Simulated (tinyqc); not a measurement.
# Potential step from the flux

Inverse problem. On one interval J = (q mu Vt/hx) [nb B(d) - na B(-d)], B(d) = d/(exp(d) - 1), d = (psi_b - psi_a)/Vt. Find psi_b - psi_a, and the step at which J would vanish.

Values chosen for this exercise: temperature T = 300 K; electron mobility mu = 984 cm^2/(V s); density at the left node na = 5.8e14 cm^-3; density at the right node nb = 8.9e13 cm^-3; node spacing hx = 130 nm.

Constants: q = 1.602176634e-19 C, kB = 1.380649e-23 J/K, Vt = kB T/q. Results are converted to the units shown.

J = -810.20840 A/cm^2

Solution. B(d) falls and B(-d) rises with d, so J falls steadily with the step and one value matches. J = 0 needs nb/na = exp(d), the Boltzmann ratio.

psi_b - psi_a = 0.114 V
step for J = 0 = -0.0485 V

tinyqc, about 0.01 s, one thread, Intel Xeon 2.30GHz (shared host): `OMP_NUM_THREADS=1 python tinyqc.py 2220026 2220027 out.jsonl`
